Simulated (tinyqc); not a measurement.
Worked calculation: six-band hole subbands of a thin body in a field. Values are carried at full precision from step to step, so a last printed digit may differ when a step is redone from the rounded ones.

Constants: hbar^2/2m0 = 3.80998211 eV angstrom^2.

Parameters, chosen for this exercise (near those of a p-type Si channel; the results hold for these values, not for the real material):

| symbol | value | unit | meaning |
|---|---|---|---|
| S | (7.67, -2.1, 12.82) | 1/TPa | compliances s11, s12, s44 |
| sx | -1 | GPa | stress along the channel [1-10], negative in compression |
| b | -2.11 | eV | tetragonal potential |
| d | -4.71 | eV | trigonal potential |
| g1 | 4.27 |  | Luttinger gamma1 |
| g2 | 0.34 |  | gamma2 |
| g3 | 1.45 |  | gamma3 |
| face | 111 |  | surface |
| Dso | 0.044 | eV | spin-orbit splitting |
| t | 70 | angstrom | body thickness |
| F | 0.2 | MV/cm | field across the body |
| kmax | 0.06 | 1/angstrom | end of the path |

## Strain and its block

exx = eyy = (s11 + s12) sx/2, ezz = s12 sx, exy = -s44 sx/4 (1 GPa/TPa = 1e-3). With e0 the traceless part, B_XX = 2b e0xx - b (e0yy + e0zz) and B_XY = sqrt(3) d exy.

strain:
```
           x          y         z
x  -0.002785   0.003205         0
y   0.003205  -0.002785         0
z          0          0  0.002100
```

B (eV):
```
          X         Y         Z
X   0.01031  -0.02615         0
Y  -0.02615   0.01031         0
Z         0         0  -0.02061
```

## Confinement masses without spin-orbit coupling

C(n n^T)/c has C_XX = (g1 + 4 g2) nx^2 + (g1 - 2 g2)(ny^2 + nz^2) and C_XY = 6 g3 nx ny, n the unit normal; its eigenvalues are the inverse masses along n.

C(n n^T)/c:
```
        X       Y       Z
X  4.2700  2.9000  2.9000
Y  2.9000  4.2700  2.9000
Z  2.9000  2.9000  4.2700
```

masses (m0): 0.7299  0.7299  0.0993

## The matrix for one sine at q = 0

Basis X, Y, Z times spin, hole energies counted downwards from the unstrained edge (the hydrostatic shift is left out), c = hbar^2/2m0. For a symmetric tensor T let C(T) have C_XX = L Txx + M (Tyy + Tzz), C_XY = N Txy (cyclic), L = c (g1 + 4 g2), M = c (g1 - 2 g2), N = 6 c g3. k = q + kz n, n the unit normal, q = k1 u + k2 v with u along the channel [1-10] and v = n x u. H = C(k k^T) + (Dso/3)(1 - L.sigma) - B + e F z with (L_k)_ij = -i epsilon_kij; B is the block C built from the traceless strain with 2b, -b and sqrt(3) d in place of L, M, N. Strain: exx = eyy = (s11 + s12) sx/2, ezz = s12 sx, exy = -s44 sx/4. Hard walls at z = 0 and t; basis sin(j pi z/t), j = 1 to Nz: kz^2 = (j pi/t)^2, kz = -i D with D_jl = 4 j l/(t (j^2 - l^2)), z_jj = t/2 and z_jl = -8 t j l/(pi (j^2 - l^2))^2 for j + l odd; 1 MV/cm = 0.01 eV/angstrom.

Nz = 1, in meV.

H (meV):
```
              X+            Y+      Z+            X-            Y-      Z-
X+        107.13  48.40+14.67i   22.25             0             0  -14.67
Y+  48.40-14.67i        107.13   22.25             0             0  14.67i
Z+         22.25         22.25  138.05         14.67       -14.67i       0
X-             0             0   14.67        107.13  48.40-14.67i   22.25
Y-             0             0  14.67i  48.40+14.67i        107.13   22.25
Z-        -14.67       -14.67i       0         22.25         22.25  138.05
```

## Its levels

Diagonalise; the levels come in pairs. Give each pair and its weights on X, Y, Z, summed over spin and averaged over the pair.

levels (meV): 54.13  113.14  185.03

weights:
```
   pair 1  pair 2  pair 3
X   0.484   0.203   0.313
Y   0.484   0.203   0.313
Z   0.032   0.594   0.373
```

## More sines

The four lowest pairs at q = 0.

Hole energies (meV):

| Nz | pair 1 | pair 2 | pair 3 | pair 4 |
|---|---|---|---|---|
| 1 | 54.13 | 113.14 | 185.03 | - |
| 2 | 40.33 | 99.48 | 100.81 | 160.08 |
| 4 | 38.26 | 88.38 | 98.42 | 142.74 |
| 8 | 38.24 | 88.28 | 98.40 | 142.27 |
| 16 | 38.24 | 88.28 | 98.40 | 142.27 |

One sine is 15.90 meV off in the top subband, since the field mixes the sines. The second pair lies 50.0 meV deeper.

## Dispersion of the top subband

Nz = 14; the two lowest levels (spin-split where the field breaks inversion), in meV from their value at q = 0.

Energies (meV):

| \|q\| (1/angstrom) | u a | u b | v a | v b |
|---|---|---|---|---|
| 0.015 | 5.79 | 6.63 | 0.87 | 1.06 |
| 0.030 | 23.05 | 24.68 | 3.39 | 3.66 |
| 0.045 | 47.58 | 49.32 | 7.07 | 7.32 |
| 0.060 | 67.10 | 70.88 | 11.74 | 11.93 |

From the mean of each pair in the first row, c q^2/E gives 0.14 m0 along u and 0.89 m0 along v. The largest distance between a and b in the table is 3.78 meV. These masses hold for the first row only: the band bends further out.

## Checks

- Top level at q = 0 on (001) without field and stress against c (g1 - 2 g2)(pi/t)^2, eV: both 0.02755.
- Hermiticity, and E(q) against E(-q): they agree to 1e-10 or better.

tinyqc: `OMP_NUM_THREADS=1 python tinyqc.py 1252251 1252252 out.jsonl`; about 0.4 s, one thread, shared Intel(R) Xeon(R) Processor @ 2.30GHz.
